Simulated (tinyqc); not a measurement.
What moves the results: Gamma, L and X subbands of a thin body with non-parabolic valleys. A value that a table varies takes the place of the one given here.

Hard walls, flat band, c = hbar^2/2m0, energies from the bulk Gamma edge. For a valley at angle theta to the normal 1/m_z = cos^2/ml + sin^2/mt and m_d = sqrt(ml mt^2/m_z). Subband n starts at E_v + e with e (1 + a e) = c (n pi/t)^2/m_z, and its density-of-states mass is taken as m_d (1 + 2 a e), without further growth at higher in-plane energy. Groups are named by valley and degeneracy.

n_i = g m/(2 pi c) kB T ln(1 + exp((EF - E_i)/kB T)), sum n_i = Ns (1e12/cm^2 = 1e-4/angstrom^2), c = hbar^2/2m0. Quantum capacitance Cq = 1602.176634 sum g m/(2 pi c) f_i in microfarad/cm^2 with f_i = 1/(1 + exp((E_i - EF)/kB T)); Cox = 34.5313/eot (one gate); C/Cox = Cq/(Cq + Cox), the centroid term left out.

Constants: hbar^2/2m0 = 3.80998211 eV angstrom^2; kB = 8.617333262e-05 eV/K.

Values chosen for the exercise (near those of a thin Ge channel; the results hold for these values, not for the real material):

| symbol | value | unit | meaning |
|---|---|---|---|
| face | 100 |  | surface |
| mG | 0.0378 | m0 | Gamma mass |
| aG | 1.02 | 1/eV | Gamma non-parabolicity |
| EL | -0.164 | eV | L edge above Gamma |
| mL | (1.569, 0.081) | m0 | L valleys (four, along <111>): ml, mt |
| EX | 0.042 | eV | X edge above Gamma |
| mX | (0.905, 0.193) | m0 | Delta valleys (six, along <100>): ml, mt |
| aS | 0.52 | 1/eV | non-parabolicity of L and X |
| Ns | 2 | x 1e12/cm^2 | sheet density |
| T | 300 | K | temperature |
| eot | 10 | angstrom | equivalent oxide thickness |
| ts | (20, 26, 34, 45, 60, 85, 130) | angstrom | thicknesses |
| t | 76 | angstrom | body thickness |
| Nl | (0.5, 1, 2, 4, 7, 11, 16) | x 1e12/cm^2 | sheet densities |

## Thinning the body

Lowest edge of each valley type, the lowest group, the Gamma share and C/Cox, with n = 1 to 8 of all groups.

Results:

| t (angstrom) | Gamma (eV) | L (eV) | X (eV) | lowest | Gamma share (%) | C/Cox |
|---|---|---|---|---|---|---|
| 20 | 1.146 | 0.440 | 0.141 | X2 | 0.0 | 0.744 |
| 26 | 0.807 | 0.226 | 0.102 | X2 | 0.0 | 0.747 |
| 34 | 0.551 | 0.080 | 0.077 | X2 | 0.0 | 0.774 |
| 45 | 0.359 | -0.018 | 0.062 | L4 | 0.0 | 0.771 |
| 60 | 0.225 | -0.080 | 0.053 | L4 | 0.0 | 0.770 |
| 85 | 0.122 | -0.121 | 0.048 | L4 | 0.0 | 0.770 |
| 130 | 0.056 | -0.145 | 0.044 | L4 | 0.0 | 0.772 |

What does this show?

From 130 down to 20 angstrom Gamma rises by 1.09 eV, L by 0.59 and X by 0.10 eV, the light Gamma mass moving most. The lowest group changes from L4 to X2 between 45 and 34 angstrom. The Gamma share stays near 0 %. C/Cox is 0.77 and 0.74 at the ends and lies between 0.74 and 0.77. Hard walls overstate the rise in the thinnest rows.

## Raising the sheet density

Fixed thickness, n = 1 to 8 of all groups; the gate overdrive above the lowest edge is (EF - E_lowest)/e + 0.1602177 Ns/Cox in volts.

Results:

| Ns (1e12/cm^2) | EF - lowest (eV) | Gamma share (%) | Cq | C/Cox | overdrive (V) |
|---|---|---|---|---|---|
| 0.5 | -0.085 | 0.0 | 3.04 | 0.468 | -0.062 |
| 1.0 | -0.066 | 0.0 | 5.98 | 0.634 | -0.020 |
| 2.0 | -0.047 | 0.0 | 11.53 | 0.770 | 0.045 |
| 4.0 | -0.028 | 0.0 | 21.49 | 0.862 | 0.158 |
| 7.0 | -0.010 | 0.0 | 33.96 | 0.908 | 0.315 |
| 11.0 | 0.006 | 0.0 | 46.91 | 0.931 | 0.516 |
| 16.0 | 0.021 | 0.0 | 58.77 | 0.945 | 0.763 |

What does this show?

The lowest subband is L4 n=1; the light Gamma level lies 260 meV above it, above that valley in the bulk already and lifted further by confinement. At the highest density band filling takes 0.021 V of the 0.763 V overdrive. Cq grows from 3.0 to 58.8 microfarad/cm^2 while EF moves from -0.085 to +0.021 eV against the lowest edge; the Gamma share stays near 0 %.

## What each parameter does

n = 1 to 8 of all groups. Each row changes one parameter from the base and keeps the others.

Results:

| case | lowest edge (eV) | EF (eV) | Gamma share (%) | C/Cox |
|---|---|---|---|---|
| base | -0.111 | -0.158 | 0.0 | 0.770 |
| t = 70 angstrom | -0.101 | -0.149 | 0.0 | 0.770 |
| mG = 0.0435 m0 | -0.111 | -0.158 | 0.0 | 0.770 |
| aG = 0.71 1/eV | -0.111 | -0.158 | 0.0 | 0.770 |
| EL = -0.114 eV | -0.061 | -0.108 | 0.0 | 0.770 |
| Ns = 3 x 1e12/cm^2 | -0.111 | -0.147 | 0.0 | 0.829 |
| eot = 8 angstrom | -0.111 | -0.158 | 0.0 | 0.728 |
| T = 250 K | -0.111 | -0.146 | 0.0 | 0.798 |

How do the results move?

The largest shifts from the base row, up to three for each result and ties (the steps differ in size, so this ranks the rows, not the parameters). lowest edge (eV): EL +0.050, t +0.009; unchanged at the printed digits by mG, aG, Ns, eot and T. EF (eV): EL +0.050, T +0.012, Ns +0.011; unchanged at the printed digits by mG, aG and eot. Gamma share (%): unchanged at the printed digits by t, mG, aG, EL, Ns, eot and T. C/Cox: Ns +0.059, eot -0.042, T +0.028; unchanged at the printed digits by t, mG, aG and EL.

Computed by tinyqc, a small Python program: `OMP_NUM_THREADS=1 python tinyqc.py 1282153 1282154 out.jsonl` (the numbers bound the seed that draws the inputs); one thread of a shared host (Intel(R) Xeon(R) Processor @ 2.30GHz), about 0.05 s for the whole set of steps.
